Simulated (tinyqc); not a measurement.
Inside a calculation. Method: plane-wave Kohn-Sham cycle with exchange-only LDA in a layered model solid. One step of it, computed by the program tinyqc.

Task: Iteration 1: Hamiltonian at one k. H(m,m') = (k + G_m)^2/2 delta + V(G_m - G_m'), with V(-G) = V(G).

A solid whose potential varies along x alone (atomic units):
```
parameter                      value
period a                   11.600000
cross-section of the cell  22.000000
electrons per cell                 4
grid points                       16
plane waves -n..n, n               2
k points                           4
V1 in V1 cos(2 pi x/a)     -0.610000
V2 in V2 cos(4 pi x/a)     -0.010000
```

V(G_m), m = 0, 1, 2, ... (hartree): [-0.246443, -0.305000, -0.005000, 0.000000, 0.000000]

k = 0.125000 2 pi / a

Give: H.

Result:

H (hartree), order -2, -1, +0, +1, +2:
```
[[0.269, -0.305, -0.005, 0.000, 0.000],
 [-0.305, -0.134, -0.305, -0.005, 0.000],
 [-0.005, -0.305, -0.244, -0.305, -0.005],
 [0.000, -0.005, -0.305, -0.061, -0.305],
 [0.000, 0.000, -0.005, -0.305, 0.416]]
```
